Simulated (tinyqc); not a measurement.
Inside a calculation. Method: lattice vibrations of a chain. One step of it, computed by the program tinyqc.

Task: Frequencies. omega^2 are the eigenvalues; wavenumber = 521.4708 sqrt(eigenvalue) 1/cm.

D(q) (eV/(angstrom^2 u)):
$$\begin{pmatrix}
0.512764 & -0.203431 & 0.000000 & -0.496760+0.315254i \\
-0.203431 & 0.285595 & -0.125686 & 0.000000 \\
0.000000 & -0.125686 & 0.176339 & -0.065816 \\
-0.496760-0.315254i & 0.000000 & -0.065816 & 1.381188
\end{pmatrix}$$

Give: eigenvalues; wavenumbers; weights |e|^2 of the mass-weighted modes.

Result:

eigenvalues: [0.002, 0.212, 0.455, 1.687]

wavenumbers (1/cm): [22.7, 239.8, 351.9, 677.3]

weights |e|^2 of the mass-weighted modes, order atom 1, atom 2, atom 3, atom 4:
$$\begin{pmatrix}
0.282 & 0.290 & 0.220 & 0.208 \\
0.377 & 0.020 & 0.598 & 0.005 \\
0.279 & 0.636 & 0.084 & 0.002 \\
0.062 & 0.054 & 0.098 & 0.785
\end{pmatrix}$$
